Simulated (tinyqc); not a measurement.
Inside a calculation. Method: UHF in the 3-21g basis, for H2-, spin multiplicity 2. The basis has no diffuse functions, so it cannot describe the extra electron: this is an exercise in the method, not the real anion. One step of it, computed by the program tinyqc.

Question. Iteration 1: building the Fock matrix. J_ij = sum D_kl (ij|kl) with D = D(alpha) + D(beta), K_ij = sum D_kl (ik|jl) for each spin; F = H + J - K(s); E = tr D H + tr D J / 2 - 0.5 sum_s tr D(s) K(s) + E_nn.

D(alpha) at the start, order 1H 1s, 1H 2s, 2H 1s, 2H 2s:
```
[[1.503779, -0.637282, 0.251205, -0.463979],
 [-0.637282, 0.359405, 0.211468, 0.116712],
 [0.251205, 0.211468, 1.173427, -0.361921],
 [-0.463979, 0.116712, -0.361921, 0.214650]]
```

D(beta) at the start, order 1H 1s, 1H 2s, 2H 1s, 2H 2s:
```
[[0.032454, 0.039506, 0.194968, -0.057659],
 [0.039506, 0.048092, 0.237337, -0.070189],
 [0.194968, 0.237337, 1.171278, -0.346390],
 [-0.057659, -0.070189, -0.346390, 0.102441]]
```

core Hamiltonian H = T + V (hartree), order 1H 1s, 1H 2s, 2H 1s, 2H 2s:
```
[[-0.583001, -0.755151, -0.185419, -0.382456],
 [-0.755151, -0.804276, -0.382456, -0.570159],
 [-0.185419, -0.382456, -0.583001, -0.755151],
 [-0.382456, -0.570159, -0.755151, -0.804276]]
```

Two-electron integrals (ij|kl) in chemists' order, unique and non-zero (hartree):
```
(11|11) 1.140145   (21|11) 0.611403   (21|21) 0.345152   (22|11) 0.626370
(22|21) 0.380329   (22|22) 0.482957   (31|11) 0.054843   (31|21) 0.032849
(31|22) 0.039800   (31|31) 0.005588   (32|11) 0.129191   (32|21) 0.081705
(32|22) 0.113425   (32|31) 0.015556   (32|32) 0.057373   (33|11) 0.410984
(33|21) 0.264365   (33|22) 0.388126   (33|31) 0.054843   (33|32) 0.239497
(33|33) 1.140145   (41|11) 0.239497   (41|21) 0.136560   (41|22) 0.153036
(41|31) 0.015556   (41|32) 0.039457   (41|33) 0.129191   (41|41) 0.057373
(42|11) 0.316076   (42|21) 0.194962   (42|22) 0.257756   (42|31) 0.026602
(42|32) 0.085602   (42|33) 0.316076   (42|41) 0.085602   (42|42) 0.163699
(43|11) 0.264365   (43|21) 0.169371   (43|22) 0.246314   (43|31) 0.032849
(43|32) 0.136560   (43|33) 0.611403   (43|41) 0.081705   (43|42) 0.194962
(43|43) 0.345152   (44|11) 0.388126   (44|21) 0.246314   (44|22) 0.353349
(44|31) 0.039800   (44|32) 0.153036   (44|33) 0.626370   (44|41) 0.113425
(44|42) 0.257756   (44|43) 0.380329   (44|44) 0.482957
```

nuclear repulsion = 0.41149083 hartree

Give: Coulomb J; exchange K(alpha); exchange K(beta); F(alpha); F(beta); total energy of this density.

Answer.

Coulomb J (hartree), order 1H 1s, 1H 2s, 2H 1s, 2H 2s:
```
[[1.9325, 1.1179, 0.1611, 0.4876],
 [1.1179, 1.3792, 0.5958, 0.9307],
 [0.1611, 0.5958, 2.6378, 1.4540],
 [0.4876, 0.9307, 1.4540, 1.6073]]
```

exchange K(alpha) (hartree), order 1H 1s, 1H 2s, 2H 1s, 2H 2s:
```
[[0.9180, 0.3467, 0.0902, 0.1045],
 [0.3467, 0.2166, 0.2841, 0.1948],
 [0.0902, 0.2841, 1.1088, 0.5802],
 [0.1045, 0.1948, 0.5802, 0.3478]]
```

exchange K(beta) (hartree), order 1H 1s, 1H 2s, 2H 1s, 2H 2s:
```
[[0.0937, 0.0905, 0.1454, 0.0951],
 [0.0905, 0.1162, 0.2807, 0.1604],
 [0.1454, 0.2807, 1.0635, 0.5334],
 [0.0951, 0.1604, 0.5334, 0.2819]]
```

F(alpha) (hartree), order 1H 1s, 1H 2s, 2H 1s, 2H 2s:
```
[[0.4315, 0.0161, -0.1145, 0.0006],
 [0.0161, 0.3582, -0.0708, 0.1657],
 [-0.1145, -0.0708, 0.9460, 0.1187],
 [0.0006, 0.1657, 0.1187, 0.4552]]
```

F(beta) (hartree), order 1H 1s, 1H 2s, 2H 1s, 2H 2s:
```
[[1.2557, 0.2723, -0.1698, 0.0100],
 [0.2723, 0.4587, -0.0674, 0.2001],
 [-0.1698, -0.0674, 0.9913, 0.1655],
 [0.0100, 0.2001, 0.1655, 0.5211]]
```

total energy of this density = 1.336834 hartree
